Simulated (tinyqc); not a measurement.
CIS on RHF in the sto-6g basis, for BeH2, spin multiplicity 1, step by step. One step of it, computed by the program tinyqc.

Question. CIS matrix, singlets. A(ia,jb) = (e_a - e_i) d_ij d_ab + 2 (ia|jb) - (ij|ab).

orbital energies (hartree): [-4.588490, -0.466029, -0.430122, 0.207541, 0.207541, 0.476297, 0.985982]

Two-electron integrals over orbitals (pq|rs), unique and non-zero (hartree):
```
(11|11) 2.280390    (21|11) -0.198648   (21|21) 0.027236    (22|11) 0.495017
(22|21) -0.005710   (22|22) 0.422452    (31|11) 0.030977    (31|21) -0.003137
(31|22) 0.005982    (31|31) 0.006733    (32|11) -0.000268   (32|21) 0.003074
(32|22) 0.055698    (32|31) 0.013433    (32|32) 0.148314    (33|11) 0.463528
(33|21) -0.003390   (33|22) 0.398283    (33|31) -0.004027   (33|32) -0.046221
(33|33) 0.454566    (41|41) 0.016050    (42|41) 0.014947    (42|42) 0.048460
(43|41) -0.002427   (43|42) -0.005274   (43|43) 0.015793    (44|11) 0.570047
(44|21) -0.007591   (44|22) 0.371550    (44|31) 0.001146    (44|32) 0.000415
(44|33) 0.359138    (44|44) 0.450117    (51|51) 0.016050    (52|51) 0.014947
(52|52) 0.048460    (53|51) -0.002427   (53|52) -0.005274   (53|53) 0.015793
(54|54) 0.024258    (55|11) 0.570047    (55|21) -0.007591   (55|22) 0.371550
(55|31) 0.001146    (55|32) 0.000415    (55|33) 0.359138    (55|44) 0.401601
(55|55) 0.450117    (61|11) -0.188466   (61|21) 0.026412    (61|22) -0.007486
(61|31) -0.004621   (61|32) -0.000592   (61|33) -0.003784   (61|44) -0.004461
(61|55) -0.004461   (61|61) 0.026307    (62|11) 0.110096    (62|21) -0.007162
(62|22) -0.031567   (62|31) 0.000229    (62|32) -0.016662   (62|33) -0.042891
(62|44) 0.049160    (62|55) 0.049160    (62|61) -0.004381   (62|62) 0.075836
(63|11) -0.027689   (63|21) 0.000816    (63|22) -0.027660   (63|31) -0.002850
(63|32) -0.088026   (63|33) 0.038124    (63|44) -0.012918   (63|55) -0.012918
(63|61) 0.001051    (63|62) -0.004778   (63|63) 0.084363    (64|41) 0.016372
(64|42) 0.046729    (64|43) -0.008401   (64|64) 0.051538    (65|51) 0.016372
(65|52) 0.046729    (65|53) -0.008401   (65|65) 0.051538    (66|11) 0.488538
(66|21) -0.007233   (66|22) 0.397829    (66|31) 0.000320    (66|32) -0.007716
(66|33) 0.414411    (66|44) 0.371189    (66|55) 0.371189    (66|61) -0.006793
(66|62) -0.032916   (66|63) 0.012859    (66|66) 0.415941    (71|11) -0.005245
(71|21) 0.002821    (71|22) 0.006837    (71|31) 0.011389    (71|32) 0.019532
(71|33) -0.006717   (71|44) 3.27e-06    (71|55) 3.27e-06    (71|61) -0.000128
(71|62) -0.000953   (71|63) -0.002020   (71|66) -0.001443   (71|71) 0.022356
(72|11) 0.023661    (72|21) -0.000558   (72|22) -0.019668   (72|31) 0.003239
(72|32) -0.044561   (72|33) 0.007615    (72|44) 0.009536    (72|55) 0.009536
(72|61) -0.000868   (72|62) 0.022496    (72|63) 0.057728    (72|66) -0.002865
(72|71) 0.006752    (72|72) 0.059845    (73|11) 0.135524    (73|21) -0.005068
(73|22) -0.007086   (73|31) -0.000310   (73|32) 0.000378    (73|33) -0.022230
(73|44) 0.056302    (73|55) 0.056302    (73|61) -0.003071   (73|62) 0.068936
(73|63) -0.022261   (73|66) -0.025994   (73|71) -0.001840   (73|72) 0.008413
(73|73) 0.079970    (74|41) 0.000723    (74|42) 0.004487    (74|43) 0.013239
(74|64) 0.001621    (74|74) 0.016435    (75|51) 0.000723    (75|52) 0.004487
(75|53) 0.013239    (75|65) 0.001621    (75|75) 0.016435    (76|11) -0.002255
(76|21) 0.002208    (76|22) 0.047192    (76|31) 0.011341    (76|32) 0.135506
(76|33) -0.047695   (76|44) 0.000621    (76|55) 0.000621    (76|61) -0.000734
(76|62) -0.013530   (76|63) -0.093843   (76|66) -0.011143   (76|71) 0.016584
(76|72) -0.057422   (76|73) 0.003928    (76|76) 0.140755    (77|11) 0.582186
(77|21) -0.008546   (77|22) 0.438173    (77|31) 0.002039    (77|32) 0.014946
(77|33) 0.447819    (77|44) 0.393083    (77|55) 0.393083    (77|61) -0.008889
(77|62) -0.040137   (77|63) -0.002699   (77|66) 0.440465    (77|71) 0.000467
(77|72) -0.011936   (77|73) -0.013533   (77|76) 0.009863    (77|77) 0.496325
```

Give: CIS matrix A, singlet.

Answer.

CIS matrix A, singlet (hartree), order 1>4, 1>5, 1>6, 1>7, 2>4, 2>5, 2>6, 2>7, 3>4, 3>5, 3>6, 3>7:
```
[[4.2581, 0.0000, 0.0000, 0.0000, 0.0375, 0.0000, 0.0000, 0.0000, -0.0060, 0.0000, 0.0000, 0.0000],
 [0.0000, 4.2581, 0.0000, 0.0000, 0.0000, 0.0375, 0.0000, 0.0000, 0.0000, -0.0060, 0.0000, 0.0000],
 [0.0000, 0.0000, 4.6289, 0.0020, 0.0000, 0.0000, -0.0015, -0.0039, 0.0000, 0.0000, 0.0018, -0.0175],
 [0.0000, 0.0000, 0.0020, 5.0370, 0.0000, 0.0000, -0.0041, 0.0221, 0.0000, 0.0000, -0.0154, -0.0057],
 [0.0375, 0.0000, 0.0000, 0.0000, 0.3989, 0.0000, 0.0000, 0.0000, -0.0110, 0.0000, 0.0000, 0.0000],
 [0.0000, 0.0375, 0.0000, 0.0000, 0.0000, 0.3989, 0.0000, 0.0000, 0.0000, -0.0110, 0.0000, 0.0000],
 [0.0000, 0.0000, -0.0015, -0.0041, 0.0000, 0.0000, 0.6962, -0.0022, 0.0000, 0.0000, -0.0018, 0.0024],
 [0.0000, 0.0000, -0.0039, 0.0221, 0.0000, 0.0000, -0.0022, 1.1335, 0.0000, 0.0000, -0.0200, 0.0019],
 [-0.0060, 0.0000, 0.0000, 0.0000, -0.0110, 0.0000, 0.0000, 0.0000, 0.3101, 0.0000, 0.0000, 0.0000],
 [0.0000, -0.0060, 0.0000, 0.0000, 0.0000, -0.0110, 0.0000, 0.0000, 0.0000, 0.3101, 0.0000, 0.0000],
 [0.0000, 0.0000, 0.0018, -0.0154, 0.0000, 0.0000, -0.0018, -0.0200, 0.0000, 0.0000, 0.6607, 0.0032],
 [0.0000, 0.0000, -0.0175, -0.0057, 0.0000, 0.0000, 0.0024, 0.0019, 0.0000, 0.0000, 0.0032, 1.1282]]
```
